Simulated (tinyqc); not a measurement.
Raising U: Hubbard chain of 4 sites, mean field against exact. Computed by the program tinyqc. Collinear unrestricted mean field (the lowest of 40 random starts) against exact diagonalisation.

one-body matrix (hopping and site energies) (eV):
```
,1,2,3,4
1,0.0000,-1.3700,0.0000,0.0000
2,-1.3700,0.0000,-1.3700,0.0000
3,0.0000,-1.3700,0.0000,-1.3700
4,0.0000,0.0000,-1.3700,0.0000
```

electrons, up and down: 2  1

Exact and mean-field results (eV):
```
U,U/t,E exact,E mean field,mean |n_up - n_down|,"double occupancy, exact",first gap in the sector
0.6900,0.5036,-4.954696,-4.938279,0.2500,0.1109,1.3492
1.3700,1.0000,-4.671569,-4.608196,0.2500,0.0974,1.2960
2.7400,2.0000,-4.205263,-3.974148,0.2500,0.0736,1.1454
4.1100,3.0000,-3.855567,-3.421967,0.3772,0.0550,0.9908
5.4800,4.0000,-3.593694,-3.002120,0.4977,0.0414,0.8565
8.2200,6.0000,-3.242163,-2.492485,0.6262,0.0246,0.6569
10.9600,8.0000,-3.025052,-2.297608,0.7278,0.0159,0.5250
16.4400,12.0000,-2.778886,-2.175388,0.7408,0.0079,0.3695
27.4000,20.0000,-2.562955,-2.079804,0.7468,0.0031,0.2293
```

What does the comparison show, and why?

In absolute terms mean field is worst at U/t = 6.0, 0.750 eV too high: at small U it is nearly exact, and at large U it still misses the motion of the hole through a fluctuating spin background. Relative to the exact energy its error is 0.3 % at the smallest U, 24 % at most and 19 % at the largest. The double occupancy falls from 0.111 to 0.003.
